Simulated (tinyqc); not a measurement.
Comparisons within one model: six-band Luttinger-Kohn model with strain. A value that a table varies takes the place of the one given here.

Six-band Luttinger-Kohn model in the basis |3/2,3/2>, |3/2,1/2>, |3/2,-1/2>, |3/2,-3/2>, |1/2,1/2>, |1/2,-1/2>, electron energies, zero at the top of the unstrained valence band. H = -[rows: (P+Q, -S, R, 0, -S/r2, r2 R); (-S*, P-Q, 0, R, -r2 Q, r32 S); (R*, 0, P-Q, S, r32 S*, r2 Q); (0, R*, S*, P+Q, -r2 R*, -S*/r2); (-S*/r2, -r2 Q, r32 S, -r2 R, P+Dso, 0); (r2 R*, r32 S*, r2 Q, -S/r2, 0, P+Dso)], r2 = sqrt(2), r32 = sqrt(3/2). Levels are twofold.

P = c g1 k^2 - av tr(e); Q = c g2 (kx^2 + ky^2 - 2 kz^2) - (b/2)(exx + eyy - 2 ezz); R = c sqrt3 [-g2 (kx^2 - ky^2) + 2i g3 kx ky] + (sqrt3/2) b (exx - eyy) - i d exy; S = 2 c sqrt3 g3 (kx - i ky) kz - d (exz - i eyz); c = hbar^2/2m0, e the strain tensor (not engineering shear).

s11 = (C11 + C12)/((C11 - C12)(C11 + 2 C12)), s12 = -C12/((C11 - C12)(C11 + 2 C12)), s44 = 1/C44; exx = s11 sxx + s12 (syy + szz) and cyclic, exy = s44 sxy/2; tension is positive. A uniaxial stress X along the unit vector n is s_ij = X n_i n_j.

Constants: hbar^2/2m0 = 3.80998211 eV angstrom^2.

Values chosen for the exercise (near those of GaP; not measured data):
```
symbol  value           unit  meaning
Dso     0.079           eV    spin-orbit splitting
g1      4.07                  Luttinger gamma1
g2      0.49                  gamma2
g3      1.26                  gamma3
av      1.67            eV    valence hydrostatic potential
b       -1.58           eV    tetragonal shear potential
d       -4.55           eV    trigonal shear potential
C11     138.3           GPa
C12     60.2            GPa
C44     69.3            GPa
load    uniaxial [100]        kind of stress
X1      1.9             GPa   size of the stress
E_h     60              meV   hole energy below the top
X       -1.76           GPa   stress
```

## Sweep of a uniaxial [100] stress

Edges at k = 0 and curvature masses of the top pair along [110] and [001] (step 0.0002 1/angstrom); at zero stress the top is fourfold and has no single curvature.

Edges and masses:
```
X (GPa)  top (eV)  second (eV)  third (eV)  splitting (meV)  m [110]  m [001]
-1.50      0.0355      -0.0400     -0.1035             75.5    0.222    0.312
-1.00      0.0214      -0.0267     -0.0931             48.1    0.224    0.306
-0.50      0.0091      -0.0133     -0.0845             22.5    0.227    0.296
0.00       0.0000       0.0000     -0.0790              0.0        -        -
0.50       0.0133      -0.0040     -0.0786             17.4    0.261    0.219
1.00       0.0267      -0.0021     -0.0842             28.8    0.261    0.219
1.50       0.0400       0.0043     -0.0943             35.7    0.261    0.219
```

The splitting reaches 75.5 meV under compression and 35.7 meV under the same tension; linear shear terms alone would make the two equal, and the difference comes from the coupling to the split-off band. At the ends of the sweep the top pair has a mass along [110] of 0.222 under compression and 0.261 under tension, so compression gives the lighter holes along [110]; along [001] it has 0.312 and 0.219. The top edge itself moves by +35 and +40 meV.

## Which stress helps holes along [110]

Each load has size X1 (biaxial: sxx = syy); masses are curvatures of the top pair at k = 0.

Results:
```
load                         splitting (meV)  top edge (meV)  m [110]  m [001]
uniaxial [110], compression             93.0            44.2    0.126    0.315
uniaxial [110], tension                 38.6            49.0    0.492    0.213
uniaxial [100], compression             98.2            47.5    0.221    0.315
uniaxial [100], tension                 39.1            50.7    0.261    0.219
uniaxial [111], compression             91.3            43.1    0.157    0.246
uniaxial [111], tension                 38.2            48.3    0.356    0.246
biaxial (001), compression              39.1            13.9    0.219    0.324
biaxial (001), tension                  98.2            84.3    0.315    0.171
```

The lightest mass along [110] (0.126) comes with uniaxial [110], compression. The largest splitting (98.2 meV) comes with uniaxial [100], compression; biaxial (001), tension. The heaviest mass along [001] (0.324), which lowers the confinement energy in a (001) channel, comes with biaxial (001), compression. The splitting per GPa follows b (s11 - s12) for loads along cube axes and d s44 for [111]: here 2 |b| (s11 - s12) = 40.5 and |d| s44/sqrt3 = 37.9 meV per GPa in the limit of large Dso; where the splitting nears Dso, mixing with the split-off band makes it depend on the sign of the load.

## Warping of the constant-energy contours (six-band Luttinger-Kohn model)

No strain (e = 0). In the plane kz = 0, |k| where the top and second pairs lie E_h below the top, against the angle from [100]; m = c k^2/E_h.

Contours:
```
angle (degrees)  k top (1/angstrom)  k second (1/angstrom)  m top (m0)  m second (m0)
0                            0.0714                 0.0579       0.324          0.213
9                            0.0737                 0.0575       0.345          0.210
18                           0.0807                 0.0569       0.414          0.206
27                           0.0926                 0.0564       0.545          0.202
36                           0.1079                 0.0561       0.740          0.200
45                           0.1164                 0.0560       0.861          0.199
```

The heavy contour reaches 1.631 times as far along [110] as along [100], the light one 0.968 times. The warping follows g3 - g2 = 0.77 and would vanish for g2 = g3. Along [100] the heavy mass is 1/(g1 - 2 g2) = 0.324 at any energy, while the light one is 0.2126, against 1/(g1 + 2 g2) = 0.1980 at the edge, for E_h/Dso = 0.76.

## What each parameter does

Edges at k = 0 under a uniaxial [100] stress X and the curvature mass of the top pair along [110] (step 0.0002 1/angstrom). Each row changes one parameter from the base and keeps the others.

Results:
```
case             top (eV)  second (eV)  third (eV)  mass (m0)
base               0.0432      -0.0470     -0.1093      0.222
C12 = 72.24 GPa    0.0561      -0.0525     -0.1138      0.221
av = 2.004 eV      0.0410      -0.0492     -0.1116      0.222
C44 = 55.44 GPa    0.0432      -0.0470     -0.1093      0.222
g3 = 1.512         0.0432      -0.0470     -0.1093      0.222
b = -1.264 eV      0.0305      -0.0398     -0.1038      0.222
g1 = 4.884         0.0432      -0.0470     -0.1093      0.188
Dso = 0.063 eV     0.0454      -0.0470     -0.0955      0.221
```

The largest shifts from the base row, up to three for each result and ties (the steps differ in size, so this ranks the rows, not the parameters). top (eV): C12 +0.0128, b -0.0127, av -0.0023; unchanged at the printed digits by C44, g3 and g1. second (eV): b +0.0071, C12 -0.0055, av -0.0023; unchanged at the printed digits by C44, g3, g1 and Dso. third (eV): Dso +0.0138, b +0.0056, C12 -0.0044; unchanged at the printed digits by C44, g3 and g1. mass (m0): g1 -0.034, Dso -0.001, C12 -0.000; unchanged at the printed digits by av, C44, g3 and b. The Luttinger parameters multiply k^2 and cannot move the edges; av shifts all edges alike and leaves the mass.

Computed by tinyqc, a small Python program: `OMP_NUM_THREADS=1 python tinyqc.py 1051021 1051022 out.jsonl` (the numbers bound the seed that draws the inputs); one thread of a shared host (Intel(R) Xeon(R) Processor @ 2.30GHz), about 0.04 s for the whole set of steps.
